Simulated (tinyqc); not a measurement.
Worked calculation: plane-wave Kohn-Sham cycle with exchange-only LDA in a layered model solid. Computed by tinyqc, a small Python program that keeps every step. Settings: points = 16, plane-wave index or count = 3, electrons = 4, k points = 3, area = 34.0, mixing = 1.0, iteration cap = 67. Command: `OMP_NUM_THREADS=1 python tinyqc.py 31072 31073 out.jsonl` (the two numbers bound the seeds that draw the settings). One thread of a shared host (Intel(R) Xeon(R) Processor @ 2.60GHz), about 0.03 s of CPU time with the checks.

A solid whose potential varies along x alone (atomic units):
```
parameter                      value
period a                   11.300000
cross-section of the cell  34.000000
electrons per cell                 4
grid points                       16
plane waves -n..n, n               3
k points                           3
V1 in V1 cos(2 pi x/a)     -0.420000
```

Stop when sqrt(dV sum R^2) is below 1e-8, dV = a A/N.

Course of the cycle:
```
iteration  E (hartree)  norm of the residual
1          -1.01436636              1.66e-01
2          -0.84740733              1.39e-01
3          -0.86530090              1.23e-01
4          -0.80353150              1.08e-01
5          -0.81098217              9.76e-02
6          -0.77929143              8.72e-02
7          -0.78239164              7.99e-02
8          -0.76425997              7.24e-02
9          -0.76541795              6.68e-02
10         -0.75431063              6.11e-02
11         -0.75456647              5.67e-02
...                ...                   ...
57         -0.72821266              2.54e-03
58         -0.72820631              2.38e-03
59         -0.72820129              2.23e-03
60         -0.72819643              2.09e-03
61         -0.72819253              1.96e-03
62         -0.72818881              1.84e-03
63         -0.72818579              1.72e-03
64         -0.72818294              1.61e-03
65         -0.72818060              1.51e-03
66         -0.72817841              1.41e-03
67         -0.72817660              1.33e-03
```

Can the last value be used, and what does the course show?

Not by the stop rule, although the second column moves by less than 1e-05 over the last three steps. Not converged within 67 iterations: the residual falls steadily but slowly, by a factor of about 0.94 a step. Reruns (cap 100 unless said): mixing 0.1: not converged; mixing 0.5, Kerker q0 1.0: converged in 70 (E = -0.72816); mixing 0.3, Pulay depth 5: converged in 10 (E = -0.72816); the original settings with a cap of 400: not converged.
